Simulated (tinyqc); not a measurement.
Susceptibility above T_c: two-sublattice mean-field magnet: ferrimagnet, compensation points and susceptibility. Computed by tinyqc, a small Python program. Command: `OMP_NUM_THREADS=1 python tinyqc.py 3028456 3028457 out.jsonl ferri walk`. One thread of a shared host (Intel(R) Xeon(R) Processor @ 2.30GHz), about 0.01 s of CPU time with the checks.

A random alloy A(1-x)B(x) with H = -sum over pairs J S_i.S_j. a = <S_A> and b = <S_B> are taken along z, a > 0. Exchange fields: h_A = (1 - x) zJ_AA a + x zJ_AB b, h_B = (1 - x) zJ_AB a + x zJ_BB b; a = S_A B_(S_A)(S_A h_A/(k_B T)) and likewise for b, with the Brillouin function B_S(y) = [(2S + 1)/(2S)] coth[(2S + 1) y/(2S)] - [1/(2S)] coth[y/(2S)].

Inputs (values chosen for the exercise, for a model ferrimagnet):

| quantity | value | unit |
|---|---|---|
| spin S_A | 1.5 | - |
| spin S_B | 1.5 | - |
| g factor g_A | 2.2 | - |
| g factor g_B | 2 | - |
| fraction x of B sites | 0.13 | - |
| z J_AA | 18.9 | meV |
| z J_BB | 2.4 | meV |
| z J_AB | -3.6 | meV |
| T over T_c | 0.8 | - |

Constants: k_B = 8.617333262e-05 eV/K.

Method. Linearised, T (a, b) = M (a, b) with M_ij = S_i (S_i + 1) c_j zJ_ij/(3 k_B), c_A = 1 - x, c_B = x. T_c is the larger eigenvalue, and its eigenvector gives b/a at onset, (T_c - M_AA)/M_AB. With a field B, T (a, b) = M (a, b) + (mu_B B/(3 k_B)) (g_A S_A (S_A + 1), g_B S_B (S_B + 1)). chi = m/B per site; C = mu_B [(1 - x) g_A^2 S_A (S_A + 1) + x g_B^2 S_B (S_B + 1)]/(3 k_B); the table gives C/chi, which tends to T - theta.

T_c = 239.827 K

M (K):
```
         A       B
A  238.516  -6.789
B  -45.432   4.526
```

Inverse susceptibility:

| T (K) | C/chi (K) | T - C/chi (K) |
|---|---|---|
| 244.6 | 5.6931e+00 | 238.93 |
| 263.8 | 2.8079e+01 | 235.73 |
| 299.8 | 6.8773e+01 | 231.01 |
| 359.7 | 1.3423e+02 | 225.51 |
| 479.7 | 2.6062e+02 | 219.03 |
| 719.5 | 5.0654e+02 | 212.94 |
| 1199.1 | 9.9080e+02 | 208.33 |
| 2398.3 | 2.1933e+03 | 205.01 |

What follows from these numbers?

T - C/chi sinks from 239 K just above T_c to 205 K at 10 T_c, on its way to the asymptotic theta. The curve of 1/chi is a hyperbola that bends down to zero at T_c = 240 K, so a Curie-Weiss line fitted at high T misses T_c.
